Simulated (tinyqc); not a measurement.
## On-chip interconnect, size-dependent resistivity and RC delay: course in time

A rectangular line between two neighbours and two ground planes. Surface and grain-boundary scattering are added to the bulk resistivity as corrections; capacitances are parallel-plate values without fringing; inductance is ignored.

4 equal pi sections: series Rs = r Lw/4; node capacitances c Lw/4, halved at nodes 0 and 4, with Cl added to node 4; Rd feeds node 0. Elmore delay of node k: the sum, over the resistors on the path to k, of resistance times all capacitance downstream of it.

A 1 V step is applied behind Rd at t = 0. C dv/dt = -G v + b, with G the conductance matrix of the ladder (1/Rs between neighbours, 1/Rd added at node 0) and b = (1 V/Rd, 0, ...). Trapezoidal step: (C/dt + G/2) v(new) = (C/dt - G/2) v + b. The last column solves the same ladder exactly by its modes.

Parameters, values chosen for the exercise:
```
symbol,value,unit,meaning
Rd,6500,ohm,driver resistance
dt,10,ps,time step
```

Rs = 66.9756 ohm
C, node 0 to 4 (fF): [0.417829, 0.835658, 0.835658, 0.835658, 2.31783]

Voltages (V):

| t (ps) | node 0 | node 2 | node 4 | node 4, exact |
|---|---|---|---|---|
| 10.00 | 0.2857 | 0.2565 | 0.2389 | 0.2443 |
| 20.00 | 0.4327 | 0.4390 | 0.4418 | 0.4332 |
| 30.00 | 0.6062 | 0.5839 | 0.5715 | 0.5748 |
| 40.00 | 0.6759 | 0.6852 | 0.6890 | 0.6811 |
| 50.00 | 0.7853 | 0.7672 | 0.7582 | 0.7608 |
| 60.00 | 0.8127 | 0.8233 | 0.8273 | 0.8206 |
| 70.00 | 0.8851 | 0.8697 | 0.8630 | 0.8654 |
| 80.00 | 0.8898 | 0.9009 | 0.9045 | 0.8990 |
| 90.00 | 0.9406 | 0.9270 | 0.9220 | 0.9243 |
| 100.0 | 0.9335 | 0.9445 | 0.9476 | 0.9432 |
| 110.0 | 0.9713 | 0.9590 | 0.9553 | 0.9574 |
| 120.0 | 0.9583 | 0.9690 | 0.9716 | 0.9680 |

What does the table show?

The far end of the ladder reaches 0.5 V at 24.36 ps, 0.695 of its Elmore delay (ln 2 = 0.693 for a single pole); the slowest mode has a time constant of 34.78 ps. The largest error of the trapezoidal steps at that node is 8.6 mV. Node 0 swings up and down from step to step: the trapezoidal rule does not damp modes much faster than dt, so these swings are numerical.

tinyqc, about 0.01 s, one thread, Intel Xeon 2.30GHz (shared host): `OMP_NUM_THREADS=1 python tinyqc.py 2100053 2100054 out.jsonl`
